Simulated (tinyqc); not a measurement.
Away from the valley: two-band massive Dirac model of the K valleys.

Basis (conduction, valence): H = [[D/2, a t (tau kx - i ky)], [a t (tau kx + i ky), -D/2 + lam tau sz]], valley tau = +/-1, spin sz = +/-1. The gap of a spin and valley is G = D - lam tau sz. Berry curvature Omega = curl of i<u|grad u>; for the conduction band Omega_c = -tau 2 a^2 t^2 G/(G^2 + 4 a^2 t^2 k^2)^(3/2), and Omega_v = -Omega_c.

Inputs chosen for the exercise (near those used for monolayer WS2; shifted at random, so the results belong to these values and not to a real crystal): a = 3.2 angstrom (lattice constant); D = 1.8 eV (gap parameter); t = 1.44 eV (effective hopping); lam = 0.21 eV (half the valence spin splitting).

Flavour tau = +1, sz = +1. Parabolic transition energy G + 2 a^2 t^2 k^2/G; degree of circular polarisation eta = 2 cos(theta)/(1 + cos^2(theta)). The last column is the Berry flux of the conduction band inside |k|, over 2 pi: -(1 - cos(theta))/2, cos(theta) = G/(transition energy).

Along |k|:

| \|k\| (1/angstrom) | transition (eV) | parabolic (eV) | Omega_c (angstrom^2) | eta | flux/2 pi |
|---|---|---|---|---|---|
| 0.000 | 1.5900 | 1.5900 | -16.798 | 1.0000 | 0.0000 |
| 0.025 | 1.6066 | 1.6067 | -16.283 | 0.9999 | -0.0052 |
| 0.050 | 1.6554 | 1.6568 | -14.884 | 0.9992 | -0.0198 |
| 0.075 | 1.7337 | 1.7402 | -12.957 | 0.9963 | -0.0415 |
| 0.100 | 1.8378 | 1.8571 | -10.879 | 0.9896 | -0.0674 |
| 0.150 | 2.1069 | 2.1910 | -7.219 | 0.9616 | -0.1227 |
| 0.200 | 2.4342 | 2.6584 | -4.681 | 0.9157 | -0.1734 |
| 0.300 | 3.1894 | 3.9938 | -2.081 | 0.7986 | -0.2507 |

The curvature halves at |k| = 0.132 1/angstrom, where 2 a t k = 0.766 G. At 0.3 the parabola is 804 meV too high, eta has fallen only to 0.799, and the flux has reached -0.251 of the -1/2 that a whole cone holds. The real bands leave this model beyond about 0.1 to 0.2 1/angstrom, where trigonal warping and other bands enter.

Computed by tinyqc, a small Python program: `OMP_NUM_THREADS=1 python tinyqc.py 1451275 1451276 out.jsonl` (the numbers bound the seed that draws the inputs); one thread of a shared host (Intel(R) Xeon(R) Processor @ 2.30GHz), about 0.01 s for the whole set of steps.
